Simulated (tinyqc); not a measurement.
Worked calculation: sp3s* tight binding. Values are carried at full precision from step to step, so a last printed digit may differ when a step is redone from the rounded ones.

sp3s* tight binding, nearest neighbours only: anion (a) at 0, cation (c) at a/4 (1,1,1), orbitals s, px, py, pz, s* on each; k in units of 2 pi/a. With phases e_j = exp(i (pi/2) k.n_j) for n = (1,1,1), (1,-1,-1), (-1,1,-1), (-1,-1,1): g0 = (e1+e2+e3+e4)/4, g1 = (e1+e2-e3-e4)/4, g2 = (e1-e2+e3-e4)/4, g3 = (e1-e2-e3+e4)/4. The diagonal holds the levels Esa, Epa, Exa (s*) and Esc, Epc, Exc. Anion-cation block: <sa|sc> = Vss g0; <sa|xc> = Vsapc g1; <xa|sc> = -Vscpa g1; <xa|xc> = Vxx g0; <xa|yc> = <ya|xc> = Vxy g3, <xa|zc> = <za|xc> = Vxy g2, <ya|zc> = <za|yc> = Vxy g1; <s*a|xc> = Vxapc g1; <xa|s*c> = -Vpaxc g1; y and z take g2 and g3 in place of g1; s-s* and s*-s* vanish.

Constants: hbar^2/2m0 = 3.80998211 eV angstrom^2.

Values chosen for the exercise (near a published set for Si, fitted to gaps, whose masses and valley positions are rough; not measured data): k = (0.39, 0.39, 0) 2 pi/a (wave vector); Esa = -4.253 eV (s level of the anion); Epa = 1.731 eV (p level of the anion); Esc = -4.253 eV (s level of the cation); Epc = 1.731 eV (p level of the cation); Exa = 6.588 eV (s* level of the anion); Exc = 6.588 eV (s* level of the cation); Vss = -8.357 eV (s-s); Vxx = 1.733 eV (px-px); Vxy = 4.542 eV (px-py); Vsapc = 5.645 eV (s anion, p cation); Vscpa = 5.645 eV (s cation, p anion); Vxapc = 5.397 eV (s* anion, p cation); Vpaxc = 5.397 eV (p anion, s* cation); a = 5.433 angstrom (lattice constant).

## Phase sums

Form g0 to g3 at this k.

g0, g1, g2, g3: 0.66937  0.47044i  0.47044i  -0.33063

## The Hamiltonian without spin-orbit coupling

Fill in the 10 x 10 matrix.

H(k) (eV):
```
           sa        xa        ya        za       s*a        sc       xc       yc       zc       s*c
sa    -4.2530         0         0         0         0   -5.5939  2.6556i  2.6556i  -1.8664         0
xa          0    1.7310         0         0         0  -2.6556i   1.1600  -1.5017  2.1367i  -2.5390i
ya          0         0    1.7310         0         0  -2.6556i  -1.5017   1.1600  2.1367i  -2.5390i
za          0         0         0    1.7310         0    1.8664  2.1367i  2.1367i   1.1600    1.7844
s*a         0         0         0         0    6.5880         0  2.5390i  2.5390i  -1.7844         0
sc    -5.5939   2.6556i   2.6556i    1.8664         0   -4.2530        0        0        0         0
xc   -2.6556i    1.1600   -1.5017  -2.1367i  -2.5390i         0   1.7310        0        0         0
yc   -2.6556i   -1.5017    1.1600  -2.1367i  -2.5390i         0        0   1.7310        0         0
zc    -1.8664  -2.1367i  -2.1367i    1.1600   -1.7844         0        0        0   1.7310         0
s*c         0   2.5390i   2.5390i    1.7844         0         0        0        0        0    6.5880
```

## Levels at this k

Diagonalise H, which belongs to k = (0.39, 0.39, 0) (2 pi/a). Four bands are filled (two electrons each); give the make-up of band 5, the lowest empty one.

levels (eV): -11.1374  -4.7233  -2.0454  -0.9307  2.1100  3.2227  4.3927  5.3033  9.0899  9.7742

weights of band 5: s 0.059, p 0.556, s* 0.385

weight of band 5 on atom a = 0.500

The vertical gap at this k is 3.0407 eV; band 5 is mostly p-like.

## Levels at Gamma

At k = 0 only g0 = 1 is left and H falls into 2 x 2 blocks [[E_a, V], [V, E_c]] with roots (E_a + E_c)/2 -/+ sqrt(((E_a - E_c)/2)^2 + V^2); the s* levels stay uncoupled. The direct gap runs from the highest lower root of the p blocks to the lowest upper root.

Blocks at Gamma (eV):

| block | E_a | E_c | V | lower root | upper root |
|---|---|---|---|---|---|
| s (Gamma1) | -4.2530 | -4.2530 | -8.3570 | -12.6100 | 4.1040 |
| p (Gamma15) | 1.7310 | 1.7310 | 1.7330 | -0.0020 | 3.4640 |

direct gap at Gamma = 3.4660 eV

The lowest empty level at Gamma is p-like.

## Bands near the gap

Diagonalise at L = (1/2,1/2,1/2), X = (1,0,0), W = (1,1/2,0), K = (3/4,3/4,0) and at the fractions named between them; energies from the top of the valence band at Gamma; 4 bands are filled.

Levels (eV):

| k | level 2 | level 3 | level 4 | level 5 | level 6 |
|---|---|---|---|---|---|
| L | -7.000 | -1.405 | -1.405 | 2.401 | 2.418 |
| L-G 0.5 | -3.863 | -0.801 | -0.801 | 2.335 | 3.931 |
| G | 0.000 | 0.000 | 0.000 | 3.466 | 3.466 |
| G-X 0.2 | -0.941 | -0.432 | -0.432 | 2.841 | 3.898 |
| G-X 0.4 | -2.809 | -1.282 | -1.282 | 1.862 | 3.978 |
| G-X 0.6 | -4.788 | -2.080 | -2.080 | 1.215 | 3.218 |
| G-X 0.7 | -5.729 | -2.390 | -2.390 | 1.087 | 2.762 |
| G-X 0.8 | -6.619 | -2.620 | -2.620 | 1.101 | 2.304 |
| G-X 0.9 | -7.454 | -2.761 | -2.761 | 1.250 | 1.878 |
| X | -8.233 | -2.809 | -2.809 | 1.517 | 1.517 |
| W | -8.233 | -2.809 | -2.809 | 1.517 | 1.517 |
| K | -7.743 | -3.019 | -2.398 | 1.500 | 1.674 |
| K-G 0.5 | -4.526 | -1.958 | -0.867 | 2.167 | 3.299 |

On these points the lowest empty level is lowest at G-X 0.7, 1.087 eV above the top.

## Valleys and masses

The lowest conduction level at Gamma, at its minimum on (x,0,0) for x from 0.5 to 1, and at the point L (L, and X where the search ends there, need not be minima in this model; a zero or negative inverse mass shows it). Inverse masses m0/m = (E(+h) + E(-h) - 2 E)/(2 c q^2) with c = hbar^2/2m0, q = h 2 pi/a, h = 0.002; longitudinal along the valley axis ([100] at Gamma and Delta, [111] at L), transverse along [010] or [1-10]. A dash: the next level lies within 0.15 eV, so a single mass has no use there.

Valleys:

| valley | x (2 pi/a) | E - Ev (eV) | m0/m_l | m0/m_t |
|---|---|---|---|---|
| Gamma | 0.0000 | 3.4660 | - | - |
| Delta | 0.7400 | 1.0761 | 1.38 | 0.58 |
| L | 0.5000 | 2.4007 | - | - |

Of these three the lowest is the Delta line, which makes the gap indirect, 1.0761 eV. At Delta m0/m_t is 0.58. This nearest-neighbour model is fitted to gaps: it places the Delta minimum and the masses at Delta and L only roughly (transverse masses can be several times too heavy), and since its bands are flat from X to W the transverse mass grows too heavy towards X; d orbitals or second neighbours cure this.

## Checks

- Direct gap at Gamma from the blocks against the full matrix: both 3.46600.

tinyqc: `OMP_NUM_THREADS=1 python tinyqc.py 1451749 1451750 out.jsonl`; about 0.07 s, one thread, shared Intel(R) Xeon(R) Processor @ 2.30GHz.
